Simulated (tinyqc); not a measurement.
AlGaN/GaN HEMT with access regions, lumped model: two steps of the calculation.

A polarisation-induced electron sheet under a Schottky gate, in series with two ungated access regions and contacts. Drift law v = mu E/(1 + mu E/vs) under the gate. Currents in mA/mm, resistances in ohm mm. No self-heating, no channel-length modulation; fits for polarisation, barrier and offset are chosen for the exercise.

Inputs (values chosen for the exercise); values close to those of AlGaN/GaN structures: aluminium share of the barrier x = 0.24; barrier thickness d = 15 nm; relative permittivity of barrier and channel eps_r = 9; channel mobility mu = 1900 cm^2/(V s); saturation velocity vs = 1.4e7 cm/s; gate length Lg = 0.25 um; source access length Ls = 1.5 um; drain access length Ld = 8 um; resistance of each contact Rc = 0.28 ohm mm; share of the drain-access electrons removed by traps ft = 0; gate voltage Vg = -1 V; drain voltage Vd = 10 V.

Constants: q = 1.602176634e-19 C, eps0 = 8.8541878128e-14 F/cm where lengths are in cm. Results are converted to the units shown.

Problem 1. Polarisation charge, threshold and sheet resistance. sigma = (5e13 x + 1.6e13 x^2) cm^-2, phiB = 0.84 + 1.3 x, dEc = 0.7 (1.71 x + x^2) in volts, Cb = eps0 eps_r/d, VT = phiB - dEc - q sigma/Cb, access density n0 = -Cb VT/q. Rsh = 1/(q mu n0); largest access current q n0 vs.

Give: sigma; Cb; VT; n0; Rsh; q n0 vs.

Solution 1.

sigma = 1.292e13 cm^-2
Cb = 0.5313 uF/cm^2
VT = -3.073 V
n0 = 1.019e13 cm^-2
Rsh = 322.4 ohm
q n0 vs = 2285 mA/mm

Problem 2. Drain current. Access resistance R(L, n) = L/(q mu n sqrt(1 - (I/(q n vs))^2)); Rs = Rc + R(Ls, n0), Rd = Rc + R(Ld, (1 - ft) n0). Vg' = Vg - I Rs, Vd' = Vd - I (Rs + Rd); with u = Vg' - VT, Vc = vs Lg/mu and w the smaller of Vd' and Vc [sqrt(1 + 2 u/Vc) - 1] (0 if negative), the channel gives (mu Cb/Lg)(u w - w^2/2)/(1 + w/Vc). I(new) is that channel current.

I after iteration 1 = 760.56298 mA/mm
VT = -3.0725668 V
Cb = 0.53125127 uF/cm^2
n0 = 1.0188047e13 cm^-2

Find: Rs; Rd; Vg'; Vd'; channel current; I after iteration 2.

Solution 2.

Rs = 0.79290 ohm mm
Rd = 3.0154 ohm mm
Vg' = -1.6030 V
Vd' = 7.1035 V
channel current = 665.82 mA/mm
I after iteration 2 = 665.82 mA/mm

Computed by the program tinyqc: `OMP_NUM_THREADS=1 python tinyqc.py 2570010 2570011 out.jsonl`, one thread of a shared Intel Xeon 2.30GHz, about 0.01 s for the whole run.
